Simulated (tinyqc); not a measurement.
# Esaki diode in forward bias, two-band WKB, step by step

Program tinyqc, `OMP_NUM_THREADS=1 python tinyqc.py 2620012 2620013 out.jsonl`; Intel Xeon 2.30GHz, shared host, one thread, about 0.02 s. Printed values are rounded.

Abrupt p-n junction, depletion approximation. Energies E are counted from the conduction-band edge of the neutral n side; its Fermi level lies at dn, that of the p side at dn - V, and the valence-band edge of the neutral p side at Em = dn + dp - V. Tunnelling needs 0 < E < Em. Two-band dispersion with equal masses m: inside the gap kappa = sqrt(m u (1 - u/Eg)/C), u the distance from a band edge, C = hbar^2/(2 m0).

Inputs (values chosen for the exercise); band and dielectric values close to those of In0.53Ga0.47As:
- T = 350 K (temperature)
- Eg = 0.744 eV (band gap)
- eps_r = 14.1 (relative permittivity)
- Nc = 2.63e17 cm^-3 (conduction-band density of states at 350 K)
- Nv = 9.82e18 cm^-3 (valence-band density of states at 350 K)
- m = 0.045 m0 (band-edge mass of the two-band model)
- Na = 7.1e19 cm^-3 (acceptor density)
- Nd = 1.4e19 cm^-3 (donor density)
- V = 0.25 V (bias of the p side)
- nE = 9 (points of the energy grid)

Constants: q = 1.602176634e-19 C, kB = 1.380649e-23 J/K, hbar = 1.054571817e-34 J s, h = 6.62607015e-34 J s, m0 = 9.1093837015e-31 kg, Vt = kB T/q, eps0 = 8.8541878128e-14 F/cm where lengths are in cm, hbar^2/(2 m0) = 0.0380998212 eV nm^2. Results are converted to the units shown.

Range of the model: Parabolic densities of states, no band tails and no gap narrowing, all of which matter at such doping.

## Fermi levels and built-in voltage

Nd = Nc F12(dn/Vt), Na = Nv F12(dp/Vt), F12(x) = (2/sqrt(pi)) int_0^infinity sqrt(u)/(1 + exp(u - x)) du; dn = EF - Ec on the n side, dp = Ev - EF on the p side (negative outside the bands); Vbi = Eg + dn + dp.

dn = 0.514539 eV
dp = 0.130342 eV
Vbi = 1.38888 V

Boltzmann statistics would give dn = 0.120 eV and dp = 0.0597 eV. At zero bias the bands of the two sides overlap by dn + dp.

## Width, field and exponent

W = sqrt(2 eps0 eps_r (Vbi - V)(1/Na + 1/Nd)/q), mean field F = (Vbi - V)/W, peak field 2 F. In a uniform field F the exponent is S = pi sqrt(m/C) Eg^1.5/(4 F). Transverse energy Et = C kt^2/m raises it to S (1 + 4 Et/Eg), so T = exp(-S) exp(-Et/Eb) with Eb = Eg/(4 S). KJ = (2 q^2/h) m/(4 pi C) (times 1e14 for A/cm^2 per eV^2).

W = 12.3197 nm
mean field = 0.924441 MV/cm
S = 5.92536
exp(-S) = 0.00267084
Eb = 31.3905 meV
tunnelling length Eg/F = 8.04811 nm

## Current density on a coarse grid

J = KJ exp(-S) Eb times the integral from 0 to Em of [f(E - dn) - f(E - dn + V)] [1 - exp(-min(E, Em - E)/Eb)] dE, f(x) = 1/(1 + exp(x/Vt)), with S and Eb from the mean field; J > 0 flows from p to n. KJ = (2 q^2/h) m/(4 pi C) (times 1e14 for A/cm^2 per eV^2). Simpson's rule on nE equally spaced points from 0 to Em.

E, point 0 to 8 (eV): [0.000000, 0.049360, 0.098720, 0.148080, 0.197440, 0.246800, 0.296160, 0.345520, 0.394880]
difference of the f, point 0 to 8: [0.000155, 0.000796, 0.004078, 0.020602, 0.097527, 0.356923, 0.739758, 0.932466, 0.968323]
transverse factor, point 0 to 8: [0.000000, 0.792465, 0.956929, 0.991061, 0.998145, 0.991061, 0.956929, 0.792465, 0.000000]
integral = 0.0999245 eV
KJ = 7.28240e8 A/(cm^2 eV^2)
J = 6100.87 A/cm^2

A converged quadrature gives 6164 A/cm^2; this grid is 1.0 % below that in size.
